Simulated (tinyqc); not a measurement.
Keating valence-force model of a tetrahedral crystal: one step, computed by the program tinyqc. Command: `OMP_NUM_THREADS=1 python tinyqc.py 3013260 3013261 out.jsonl keating walk`. One thread of a shared host (Intel(R) Xeon(R) Processor @ 2.30GHz), about 0.03 s of CPU time with the checks.

Atom A sits at 0 and atom B at a/4 (1,1,1) of an fcc lattice; the four bonds from A are t = a/4 (1,1,1), a/4 (1,-1,-1), a/4 (-1,1,-1), a/4 (-1,-1,1), of length d = sqrt(3) a/4. Energy: E = (3 alpha/(8 d^2)) sum over bonds (r.r - d^2)^2 + (3 beta/(8 d^2)) sum over pairs of bonds at one atom (r_i.r_j + d^2/3)^2, with beta_A for the six pairs at A and beta_B for the six at B. The cell holds two atoms, Omega = a^3/4. 1 N/m = 1 J/m^2. With constants fitted to the elastic moduli this model puts optical and zone-boundary frequencies of real crystals too high, by up to about 20 % in elemental crystals and up to about 50 % in compounds, and mostly by more for TA modes; in compounds the lattice part of the static dielectric constant then comes out too low.

Question. LO-TO splitting. The long-range field adds 4 pi Z*^2 (e^2/(4 pi eps_0))/(eps_inf Omega mu) to lambda for the longitudinal mode at q -> 0; lambda = (nu/15.6333042 THz)^2; eps_0 = eps_inf (nu_LO/nu_TO)^2 (Lyddane-Sachs-Teller; here eps_0 is the static dielectric constant).

Inputs (values chosen for the exercise, modelled on gallium phosphide): lattice constant a = 5.451 angstrom; Born charge Z* = 2.16 e; eps_inf = 8.88.

Structure: zinc blende.

nu_TO at G = 12.77984 THz

reduced mass mu = 21.44432 u

Constants: nu for 1 eV/(angstrom^2 u) = 15.6333042 THz; e^2/(4 pi eps_0) = 14.39964548 eV angstrom.

Give: nu_LO at G; static dielectric constant.

Answer.

nu_LO at G = 13.79 THz

static dielectric constant = 10.33

The splitting is 7.9 % of nu_TO, and the lattice adds 1.45 to the dielectric constant.
